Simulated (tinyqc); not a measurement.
## Isotype n-N heterojunction, non-linear Poisson equation by Newton steps, Fermi-Dirac statistics: effect of the donor density of material 2

One dimension, material 1 (n-type) at x < 0 and material 2 (n-type) at x > 0. Band edges: Ec = -psi in material 1 and -psi + dEc in material 2, Ev = Ec - Eg. Equilibrium, Fermi level at 0. n = Nc F((EFn - Ec)/Vt), p = Nv F((Ev - EFp)/Vt), with F(eta) = F_1/2(eta) = (2/sqrt(pi)) int_0^infinity sqrt(u) du/(1 + exp(u - eta)) (Fermi-Dirac statistics); full ionisation, no interface charge, classical densities; the doping types are chosen for the exercise.

Exact first integral: on each side D^2/(2 eps0 er) = G, G = q [Vt (nI_j - nI_b) + Vt (pI_j - pI_b) - C (psi_j - psi_b)], with C = +N1 or +N2, b the neutral end of that side, and nI, pI the densities with F_1/2 replaced by F_3/2(eta) = (4/(3 sqrt(pi))) int_0^infinity u^(3/2) du/(1 + exp(u - eta)). D is continuous, so er1 G1(psi_j) = er2 G2(psi_j) fixes psi_j. Ends from Nc1 F(psi_L/Vt) = N1 and Nc2 F((V + psi_R - dEc)/Vt) = N2. D is counted positive when psi rises towards material 2.

Parameters, values chosen for the exercise; band and dielectric values those of a made-up pair: temperature T = 300 K; band gap of material 1 Eg1 = 1.31 eV; relative permittivity of material 1 er1 = 12.8; conduction-band density of states of material 1 Nc1 = 4.27e17 cm^-3; valence-band density of states of material 1 Nv1 = 9.5e18 cm^-3; band gap of material 2 Eg2 = 1.62 eV; relative permittivity of material 2 er2 = 13.7; conduction-band density of states of material 2 Nc2 = 7.24e17 cm^-3; valence-band density of states of material 2 Nv2 = 1.06e19 cm^-3; conduction-band offset Ec2 - Ec1 dEc = 0.3 eV; donor density of material 1 N1 = 2.4e16 cm^-3; bias of side 1 against side 2 V = 0 V.

Constants: q = 1.602176634e-19 C, kB = 1.380649e-23 J/K, Vt = kB T/q, eps0 = 8.8541878128e-14 F/cm where lengths are in cm. Results are converted to the units shown.

Results:

| N2 (cm^-3) | psi_R - psi_L (V) | psi_j - psi_L (V) | psi_R - psi_j (V) | D/q (cm^-2) | n_j in 1 (cm^-3) | n_j in 2 (cm^-3) |
|---|---|---|---|---|---|---|
| 3.1e15 | 0.2330 | 0.02954 | 0.2034 | 9.130e10 | 7.229e16 | 1.187e12 |
| 7.3e15 | 0.2552 | 0.04236 | 0.2128 | 1.437e11 | 1.146e17 | 1.950e12 |
| 1.7e16 | 0.2771 | 0.05825 | 0.2189 | 2.229e11 | 1.980e17 | 3.606e12 |
| 9.5e16 | 0.3226 | 0.1009 | 0.2217 | 5.299e11 | 6.928e17 | 1.879e13 |
| 2.2e17 | 0.3459 | 0.1278 | 0.2181 | 7.974e11 | 1.259e18 | 5.306e13 |
| 5.3e17 | 0.3725 | 0.1618 | 0.2107 | 1.207e12 | 2.245e18 | 1.980e14 |
| 1.2e18 | 0.4018 | 0.2006 | 0.2012 | 1.747e12 | 3.671e18 | 8.867e14 |

Estimate the missing row, N2 = 4e16 cm^-3.

Computed row:

| N2 (cm^-3) | psi_R - psi_L (V) | psi_j - psi_L (V) | psi_R - psi_j (V) | D/q (cm^-2) | n_j in 1 (cm^-3) | n_j in 2 (cm^-3) |
|---|---|---|---|---|---|---|
| 4e16 | 0.2995 | 0.07766 | 0.2219 | 3.444e11 | 3.660e17 | 7.639e12 |

With this row back in the table: As N2 goes from 3.1e15 to 1.2e18, the total bending rises from 0.233 to 0.402 V and the sheet charge D/q rises from 9.13e10 to 1.75e12 cm^-2; the share of the bending in material 1 rises from 12.7 to 49.9 %. In every row electrons move into material 1, which accumulates, while the other side depletes. For N2 = 9.5e16, 2.2e17, 5.3e17, 1.2e18 the carriers at the interface are degenerate and confined to a layer thin enough for quantisation, which is left out.

tinyqc, about 0.2 s, one thread, Intel Xeon 2.30GHz (shared host): `OMP_NUM_THREADS=1 python tinyqc.py 2040114 2040115 out.jsonl`
